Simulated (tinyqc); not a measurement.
Fermi-Dirac statistics of conduction electrons: sweeps and comparisons. A value that a table varies takes the place of the one given here.

Non-parabolic band E (1 + alpha E) = c k^2/m: n = Nc (2/sqrt(pi)) integral_0^infinity sqrt(x (1 + a x)) (1 + 2 a x) dx/(1 + exp(x - eta)) with a = alpha kT and eta = (EF - Ec)/kT; a = 0 gives n = Nc F_1/2(eta).

Constants: hbar^2/2m0 = 3.80998211 eV angstrom^2; kB = 8.617333262e-05 eV/K.

Parameters, chosen for this exercise (near those of InAs, lowest valleys alone; shifted at random, so the results belong to these values and not to a real crystal): m = 0.0271 m0 (density-of-states mass of the conduction band); T = 300 K; alpha = 2.66 1/eV (non-parabolicity); n = 1.9e+16 1/cm^3 (electron density).

## Parabolic against non-parabolic filling

N = 2 (m kB T/(4 pi c))^(3/2) with c = hbar^2/2m0, in 1/angstrom^3; times 1e24 for 1/cm^3. k_F = (3 pi^2 n)^(1/3) and the energy E0 that solves E (1 + alpha E) = c k_F^2/m give the limit of zero temperature.

EF - Ec (meV):
```
n (1/cm^3)  parabolic  non-parabolic  non-parabolic, 0 K
1.0e+16         -61.6          -68.1                 6.1
4.0e+16         -23.4          -30.6                15.1
2.0e+17          30.9           19.5                41.4
6.0e+17          89.2           66.1                79.1
2.0e+18         211.0          144.1               152.1
6.0e+18         443.0          256.5               261.9
```

How do the results move?

Non-parabolicity lowers EF by 6.5 meV at the lowest density and by 186.6 meV at the highest, where alpha (EF - Ec) = 0.68. Temperature lowers EF below its 0 K value by 74.3 meV at the lowest density and by 5.4 meV at the highest. EF enters the band between 4e+16 and 2e+17 1/cm^3.

## What moves the Fermi level

N = 2 (m kB T/(4 pi c))^(3/2) with c = hbar^2/2m0, in 1/angstrom^3; times 1e24 for 1/cm^3. Each row changes one parameter from the base and keeps the others.

Results:
```
case                parabolic EF - Ec (meV)  non-parabolic EF - Ec (meV)
base                                 -44.30                       -51.01
m = 0.0298 m0                        -48.19                       -54.83
T = 275 K                            -37.32                       -43.05
n = 3.8e+16 1/cm^3                   -24.84                       -32.02
alpha = 3.99 1/eV                    -44.30                       -53.99
```

What does this show?

The largest shifts from the base row, up to three for each result and ties (the steps differ in size, so this ranks the rows, not the parameters). parabolic EF - Ec (meV): n +19.46, T +6.98, m -3.89; unchanged at the printed digits by alpha. non-parabolic EF - Ec (meV): n +18.98, T +7.96, m -3.83.

(tinyqc, `OMP_NUM_THREADS=1 python tinyqc.py 1651132 1651133 out.jsonl`, Intel(R) Xeon(R) Processor @ 2.30GHz, 1 thread, shared host, about 0.01 s.)
